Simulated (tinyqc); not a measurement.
# Energy and delay of logic against supply voltage: two studies

One expression serves below and above threshold: I(Vg) = Ik [ln(1 + exp((Vg - VT + dd V)/(al nf Vt)))]^al, with I_on = I(V) and I_off = I(0). Gate delay td = kd C V/I_on, clock period LD td. Per gate and cycle the switching energy is act C V^2 and the leakage energy I_off V LD td. No short-circuit current, no variation. Minima are sought above 0.09 V; below a few Vt gates no longer switch and the model has no meaning.

Values chosen for this exercise; values of the order met in logic technologies: temperature T = 300 K; threshold voltage at zero drain bias VT = 0.43 V; slope factor nf = 1.34; barrier lowering per volt of supply dd = 0.05; specific current of a gate Ik = 0.78 uA; exponent of the current law al = 1.46; load capacitance of a gate C = 1.7 fF; delay factor kd = 1; logic depth LD = 16; activity factor act = 0.3.

Constants: q = 1.602176634e-19 C, kB = 1.380649e-23 J/K, Vt = kB T/q. Results are converted to the units shown.

Each table varies one quantity; the others keep the values above.

## Energy and delay against supply voltage

EDP = energy times td.

Results:

| V (V) | I_on (uA) | I_off (nA) | td (ps) | switching (aJ) | leakage (aJ) | energy (aJ) | EDP (fJ ps) |
|---|---|---|---|---|---|---|---|
| 0.15 | 2.981e-4 | 0.003938 | 8.554e5 | 11.47 | 8.084 | 19.56 | 1.673e4 |
| 0.27 | 0.01092 | 0.004682 | 4.202e4 | 37.18 | 0.8500 | 38.03 | 1598 |
| 0.38 | 0.2298 | 0.005488 | 2812 | 73.64 | 0.09381 | 73.74 | 207.3 |
| 0.5 | 2.178 | 0.006525 | 390.2 | 127.5 | 0.02037 | 127.5 | 49.76 |
| 0.62 | 6.745 | 0.007759 | 156.3 | 196.0 | 0.01203 | 196.1 | 30.64 |
| 0.73 | 12.41 | 0.009094 | 99.98 | 271.8 | 0.01062 | 271.8 | 27.17 |
| 0.85 | 19.74 | 0.01081 | 73.19 | 368.5 | 0.01076 | 368.5 | 26.97 |
| 0.97 | 28.06 | 0.01286 | 58.76 | 479.9 | 0.01172 | 479.9 | 28.20 |
| 1.2 | 46.36 | 0.01792 | 44.00 | 734.4 | 0.01514 | 734.4 | 32.31 |

Estimate the missing row, V = 1.08 V.

Computed row:

| V (V) | I_on (uA) | I_off (nA) | td (ps) | switching (aJ) | leakage (aJ) | energy (aJ) | EDP (fJ ps) |
|---|---|---|---|---|---|---|---|
| 1.08 | 36.46 | 0.01507 | 50.36 | 594.9 | 0.01311 | 594.9 | 29.96 |

With this row back in the table: td falls from 8.55e5 to 44.0 ps; the energy rises from 19.6 to 734 aJ and the EDP goes from 16700 through a minimum of 27.0 (at V = 0.85 V among the rows listed) to 32.3 fJ ps. The exact minima lie at V = 0.137 V for the energy and 0.798 V for the EDP. Going from 1.2 V to the energy minimum saves a factor of 37.9 in energy and costs a factor of 26400 in delay.

## Optimum supplies against the logic depth

Same model as above.

V_min minimises the energy and V_EDP the product of energy and td.

Result of one run:

| LD | V_min (V) | energy at V_min (aJ) | leakage share (%) | clock at V_min (MHz) | V_EDP (V) | clock at V_EDP (GHz) |
|---|---|---|---|---|---|---|
| 50 | 0.1989 | 31.07 | 35.07 | 0.07714 | 0.7976 | 0.2420 |

What becomes of these results when the logic depth LD is changed from 50 to 150, all else the same?

Result of the changed run:

| LD | V_min (V) | energy at V_min (aJ) | leakage share (%) | clock at V_min (MHz) | V_EDP (V) | clock at V_EDP (GHz) |
|---|---|---|---|---|---|---|
| 150 | 0.2481 | 43.87 | 28.43 | 0.09025 | 0.7976 | 0.08069 |

The whole series:

| LD | V_min (V) | energy at V_min (aJ) | leakage share (%) | clock at V_min (MHz) | V_EDP (V) | clock at V_EDP (GHz) |
|---|---|---|---|---|---|---|
| 20 | 0.1513 | 21.58 | 45.91 | 0.06024 | 0.7975 | 0.6050 |
| 30 | 0.1737 | 25.66 | 40.04 | 0.06887 | 0.7975 | 0.4033 |
| 50 | 0.1989 | 31.07 | 35.07 | 0.07714 | 0.7976 | 0.2420 |
| 80 | 0.2205 | 36.33 | 31.74 | 0.08336 | 0.7976 | 0.1513 |
| 150 | 0.2481 | 43.87 | 28.43 | 0.09025 | 0.7976 | 0.08069 |

As LD goes from 20 to 150, V_min rises from 0.151 to 0.248 V, the energy there rises from 21.6 to 43.9 aJ, the clock there rises from 0.0602 to 0.0902 MHz and V_EDP stays near 0.798 V. act and LD enter V_min only through the ratio act/LD.

Program tinyqc, `OMP_NUM_THREADS=1 python tinyqc.py 2082190 2082191 out.jsonl`; Intel Xeon 2.30GHz, shared host, one thread, about 0.01 s.
